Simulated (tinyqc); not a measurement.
Emission in a field: deep level as a short-range spherical well.

Constants: e^2/(4 pi eps0) = 14.39964547 eV angstrom; kB = 8.617333262e-05 eV/K.

Values chosen for the exercise (near those of 4H SiC; not measured data): eps = 9.7 (static dielectric constant); R = 2.1 angstrom (radius of the well); T = 350 K (temperature); Fs = (1, 5, 20, 50, 100, 200) kV/cm (fields).

Et = 0.09964 eV

Barrier lowering for a charged centre (Poole-Frenkel) is 2 sqrt(q e F/eps), q = e^2/(4 pi eps0), and for the neutral well e F R; the one-dimensional enhancement is exp(lowering/kB T). 1 kV/cm = 1e-5 V/angstrom; tunnelling is left out.

Results:
```
F (kV/cm)  lowering, charged (meV)  enhancement  saddle at (angstrom)  lowering, neutral (meV)  enhancement
1                              7.7         1.29                   385                     0.02        1.001
5                             17.2         1.77                   172                     0.10        1.003
20                            34.5         3.13                    86                     0.42        1.014
100                           77.1         12.9                    39                     2.10        1.072
200                          109.0         37.1                    27                     4.20        1.149
```

Give the missing row, F (kV/cm) = 50.

Computed row:
```
F (kV/cm)  lowering, charged (meV)  enhancement  saddle at (angstrom)  lowering, neutral (meV)  enhancement
50                            54.5         6.09                    54                     1.05        1.035
```

At 200 kV/cm the charged centre emits 37.1 times faster and the neutral one 1.15 times: the logarithm of the enhancement is linear in sqrt(F) for the first and in F for the second, which tells the charge state. The lowering exceeds Et from 200 kV/cm on, where a charged level would no longer be bound.

Program tinyqc; command `OMP_NUM_THREADS=1 python tinyqc.py 1280833 1280834 out.jsonl`; about 0.01 s on one thread of a shared Intel(R) Xeon(R) Processor @ 2.30GHz.
